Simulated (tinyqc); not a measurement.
Inside a calculation. Method: UHF in the sto-3g basis, for BeH2, spin multiplicity 1. One step of it, computed by the program tinyqc.

Task: Iteration 2: building the Fock matrix. J_ij = sum D_kl (ij|kl) with D = D(alpha) + D(beta), K_ij = sum D_kl (ik|jl) for each spin; F = H + J - K(s); E = tr D H + tr D J / 2 - 0.5 sum_s tr D(s) K(s) + E_nn.

D(alpha) after iteration 1:
```
            1Be 1s     1Be 2s    1Be 2px    1Be 2py    1Be 2pz      2H 1s      3H 1s
1Be 1s    1.023127  -0.074985  -0.065685   0.000000  -0.002639  -0.082421  -0.082421
1Be 2s   -0.074985   0.297143   0.182380   0.000000   0.007141   0.204059   0.204059
1Be 2px  -0.065685   0.182380   0.112326   0.000000   0.004399   0.125853   0.125853
1Be 2py   0.000000   0.000000   0.000000   0.261414   0.000000   0.209649  -0.209649
1Be 2pz  -0.002639   0.007141   0.004399   0.000000   0.000172   0.004930   0.004930
2H 1s    -0.082421   0.204059   0.125853   0.209649   0.004930   0.309223  -0.027048
3H 1s    -0.082421   0.204059   0.125853  -0.209649   0.004930  -0.027048   0.309223
```

D(beta) after iteration 1:
```
            1Be 1s     1Be 2s    1Be 2px    1Be 2py    1Be 2pz      2H 1s      3H 1s
1Be 1s    1.023127  -0.074985   0.065685   0.000000  -0.002639  -0.082421  -0.082421
1Be 2s   -0.074985   0.297143  -0.182380   0.000000   0.007141   0.204059   0.204059
1Be 2px   0.065685  -0.182380   0.112326   0.000000  -0.004399  -0.125853  -0.125853
1Be 2py   0.000000   0.000000   0.000000   0.261414   0.000000   0.209649  -0.209649
1Be 2pz  -0.002639   0.007141  -0.004399   0.000000   0.000172   0.004930   0.004930
2H 1s    -0.082421   0.204059  -0.125853   0.209649   0.004930   0.309223  -0.027048
3H 1s    -0.082421   0.204059  -0.125853  -0.209649   0.004930  -0.027048   0.309223
```

core Hamiltonian H = T + V (hartree):
```
            1Be 1s     1Be 2s    1Be 2px    1Be 2py    1Be 2pz      2H 1s      3H 1s
1Be 1s   -8.589806  -2.119808   0.000000   0.000000  -0.000761  -0.437256  -0.437256
1Be 2s   -2.119808  -2.791770   0.000000   0.000000  -0.006757  -1.109459  -1.109459
1Be 2px   0.000000   0.000000  -2.255570   0.000000   0.000000   0.000000   0.000000
1Be 2py   0.000000   0.000000   0.000000  -2.460514   0.000000  -1.192734   1.192734
1Be 2pz  -0.000761  -0.006757   0.000000   0.000000  -2.255701  -0.030791  -0.030791
2H 1s    -0.437256  -1.109459   0.000000  -1.192734  -0.030791  -2.085877  -0.078309
3H 1s    -0.437256  -1.109459   0.000000   1.192734  -0.030791  -0.078309  -2.085877
```

Two-electron integrals (ij|kl) in chemists' order, unique and non-zero (hartree):
```
(11|11) 2.298831    (21|11) 0.392036    (21|21) 0.079539    (22|11) 0.570988
(22|21) 0.143041    (22|22) 0.417683    (31|31) 0.014607    (32|31) 0.021888
(32|32) 0.092265    (33|11) 0.569578    (33|21) 0.143083    (33|22) 0.417589
(33|33) 0.449859    (41|41) 0.014607    (42|41) 0.021888    (42|42) 0.092265
(43|43) 0.024249    (44|11) 0.569578    (44|21) 0.143083    (44|22) 0.417589
(44|33) 0.401360    (44|44) 0.449859    (51|51) 0.014607    (52|51) 0.021888
(52|52) 0.092265    (53|53) 0.024249    (54|54) 0.024249    (55|11) 0.569578
(55|21) 0.143083    (55|22) 0.417589    (55|33) 0.401360    (55|44) 0.401360
(55|55) 0.449859    (61|11) 0.078846    (61|21) 0.015988    (61|22) 0.028995
(61|33) 0.028789    (61|41) 0.001415    (61|42) 0.002669    (61|44) 0.029421
(61|51) 0.000036    (61|52) 0.000067    (61|54) 0.000016    (61|55) 0.028790
(61|61) 0.003371    (62|11) 0.192383    (62|21) 0.048906    (62|22) 0.155714
(62|33) 0.149796    (62|41) 0.006402    (62|42) 0.039354    (62|44) 0.167396
(62|51) 0.000162    (62|52) 0.000995    (62|54) 0.000445    (62|55) 0.149808
(62|61) 0.010876    (62|62) 0.086595    (63|31) 0.004477    (63|32) 0.020987
(63|43) 0.006804    (63|53) 0.000172    (63|63) 0.007932    (64|11) 0.206777
(64|21) 0.053205    (64|22) 0.177637    (64|33) 0.167110    (64|41) 0.010393
(64|42) 0.061210    (64|44) 0.198501    (64|51) 0.000150    (64|52) 0.001017
(64|54) 0.000621    (64|55) 0.167121    (64|61) 0.012361    (64|62) 0.112337
(64|64) 0.150432    (65|11) 0.005226    (65|21) 0.001345    (65|22) 0.004489
(65|33) 0.004223    (65|41) 0.000150    (65|42) 0.001017    (65|44) 0.004673
(65|51) 0.004480    (65|52) 0.021012    (65|54) 0.006815    (65|55) 0.004568
(65|61) 0.000312    (65|62) 0.002839    (65|64) 0.003601    (65|65) 0.008023
(66|11) 0.359313    (66|21) 0.092982    (66|22) 0.331851    (66|33) 0.307827
(66|41) 0.014238    (66|42) 0.113135    (66|44) 0.379587    (66|51) 0.000360
(66|52) 0.002859    (66|54) 0.001814    (66|55) 0.307873    (66|61) 0.021209
(66|62) 0.234643    (66|64) 0.323099    (66|65) 0.008166    (66|66) 0.774606
(71|11) 0.078846    (71|21) 0.015988    (71|22) 0.028995    (71|33) 0.028789
(71|41) -0.001415   (71|42) -0.002669   (71|44) 0.029421    (71|51) 0.000036
(71|52) 0.000067    (71|54) -0.000016   (71|55) 0.028790    (71|61) 0.003078
(71|62) 0.009177    (71|64) 0.009627    (71|65) 0.000266    (71|66) 0.017244
(71|71) 0.003371    (72|11) 0.192383    (72|21) 0.048906    (72|22) 0.155714
(72|33) 0.149796    (72|41) -0.006402   (72|42) -0.039354   (72|44) 0.167396
(72|51) 0.000162    (72|52) 0.000995    (72|54) -0.000445   (72|55) 0.149808
(72|61) 0.009177    (72|62) 0.044755    (72|64) 0.046667    (72|65) 0.001449
(72|66) 0.089392    (72|71) 0.010876    (72|72) 0.086595    (73|31) 0.004477
(73|32) 0.020987    (73|43) -0.006804   (73|53) 0.000172    (73|63) 0.003232
(73|73) 0.007932    (74|11) -0.206777   (74|21) -0.053205   (74|22) -0.177637
(74|33) -0.167110   (74|41) 0.010393    (74|42) 0.061210    (74|44) -0.198501
(74|51) -0.000150   (74|52) -0.001017   (74|54) 0.000621    (74|55) -0.167121
(74|61) -0.009627   (74|62) -0.046667   (74|64) -0.047012   (74|65) -0.001488
(74|66) -0.092312   (74|71) -0.012361   (74|72) -0.112337   (74|74) 0.150432
(75|11) 0.005226    (75|21) 0.001345    (75|22) 0.004489    (75|33) 0.004223
(75|41) -0.000150   (75|42) -0.001017   (75|44) 0.004673    (75|51) 0.004480
(75|52) 0.021012    (75|54) -0.006815   (75|55) 0.004568    (75|61) 0.000266
(75|62) 0.001449    (75|64) 0.001488    (75|65) 0.003278    (75|66) 0.002956
(75|71) 0.000312    (75|72) 0.002839    (75|74) -0.003601   (75|75) 0.008023
(76|11) 0.013247    (76|21) 0.003278    (76|22) 0.009273    (76|33) 0.009135
(76|44) 0.009543    (76|51) 0.000022    (76|52) 0.000107    (76|55) 0.009137
(76|61) 0.000667    (76|62) 0.003549    (76|64) 0.004110    (76|65) 0.000127
(76|66) 0.007764    (76|71) 0.000667    (76|72) 0.003549    (76|74) -0.004110
(76|75) 0.000127    (76|76) 0.000209    (77|11) 0.359313    (77|21) 0.092982
(77|22) 0.331851    (77|33) 0.307827    (77|41) -0.014238   (77|42) -0.113135
(77|44) 0.379587    (77|51) 0.000360    (77|52) 0.002859    (77|54) -0.001814
(77|55) 0.307873    (77|61) 0.017244    (77|62) 0.089392    (77|64) 0.092312
(77|65) 0.002956    (77|66) 0.180716    (77|71) 0.021209    (77|72) 0.234643
(77|74) -0.323099   (77|75) 0.008166    (77|76) 0.007764    (77|77) 0.774606
```

nuclear repulsion = 3.07148560 hartree

Give: Coulomb J; exchange K(alpha); exchange K(beta); F(alpha); F(beta); total energy of this density.

Result:

Coulomb J (hartree):
```
         1Be 1s  1Be 2s  1Be 2px  1Be 2py  1Be 2pz  2H 1s   3H 1s
1Be 1s    6.404   1.244    0.000    0.000    0.002  0.252   0.252
1Be 2s    1.244   2.629    0.000    0.000    0.010  1.027   1.027
1Be 2px   0.000   0.000    2.568    0.000    0.000  0.000   0.000
1Be 2py   0.000   0.000    0.000    2.752    0.000  1.199  -1.199
1Be 2pz   0.002   0.010    0.000    0.000    2.557  0.032   0.032
2H 1s     0.252   1.027    0.000    1.199    0.032  2.363   0.061
3H 1s     0.252   1.027    0.000   -1.199    0.032  0.061   2.363
```

exchange K(alpha) (hartree):
```
         1Be 1s  1Be 2s  1Be 2px  1Be 2py  1Be 2pz  2H 1s   3H 1s
1Be 1s    2.312   0.410    0.000    0.000    0.000  0.085   0.085
1Be 2s    0.410   0.414    0.125    0.000    0.009  0.271   0.271
1Be 2px   0.000   0.125    0.122    0.000    0.003  0.070   0.070
1Be 2py   0.000   0.000    0.000    0.468    0.000  0.320  -0.320
1Be 2pz   0.000   0.009    0.003    0.000    0.074  0.008   0.008
2H 1s     0.085   0.271    0.070    0.320    0.008  0.534   0.001
3H 1s     0.085   0.271    0.070   -0.320    0.008  0.001   0.534
```

exchange K(beta) (hartree):
```
         1Be 1s  1Be 2s  1Be 2px  1Be 2py  1Be 2pz   2H 1s   3H 1s
1Be 1s    2.312   0.410    0.000    0.000    0.000   0.085   0.085
1Be 2s    0.410   0.414   -0.125    0.000    0.009   0.271   0.271
1Be 2px   0.000  -0.125    0.122    0.000   -0.003  -0.070  -0.070
1Be 2py   0.000   0.000    0.000    0.468    0.000   0.320  -0.320
1Be 2pz   0.000   0.009   -0.003    0.000    0.074   0.008   0.008
2H 1s     0.085   0.271   -0.070    0.320    0.008   0.534   0.001
3H 1s     0.085   0.271   -0.070   -0.320    0.008   0.001   0.534
```

F(alpha) (hartree):
```
         1Be 1s  1Be 2s  1Be 2px  1Be 2py  1Be 2pz   2H 1s   3H 1s
1Be 1s   -4.499  -1.287    0.000    0.000    0.001  -0.270  -0.270
1Be 2s   -1.287  -0.577   -0.125    0.000   -0.006  -0.353  -0.353
1Be 2px   0.000  -0.125    0.190    0.000   -0.003  -0.070  -0.070
1Be 2py   0.000   0.000    0.000   -0.177    0.000  -0.314   0.314
1Be 2pz   0.001  -0.006   -0.003    0.000    0.227  -0.007  -0.007
2H 1s    -0.270  -0.353   -0.070   -0.314   -0.007  -0.258  -0.019
3H 1s    -0.270  -0.353   -0.070    0.314   -0.007  -0.019  -0.258
```

F(beta) (hartree):
```
         1Be 1s  1Be 2s  1Be 2px  1Be 2py  1Be 2pz   2H 1s   3H 1s
1Be 1s   -4.499  -1.287    0.000    0.000    0.001  -0.270  -0.270
1Be 2s   -1.287  -0.577    0.125    0.000   -0.006  -0.353  -0.353
1Be 2px   0.000   0.125    0.190    0.000    0.003   0.070   0.070
1Be 2py   0.000   0.000    0.000   -0.177    0.000  -0.314   0.314
1Be 2pz   0.001  -0.006    0.003    0.000    0.227  -0.007  -0.007
2H 1s    -0.270  -0.353    0.070   -0.314   -0.007  -0.258  -0.019
3H 1s    -0.270  -0.353    0.070    0.314   -0.007  -0.019  -0.258
```

total energy of this density = -15.48174 hartree
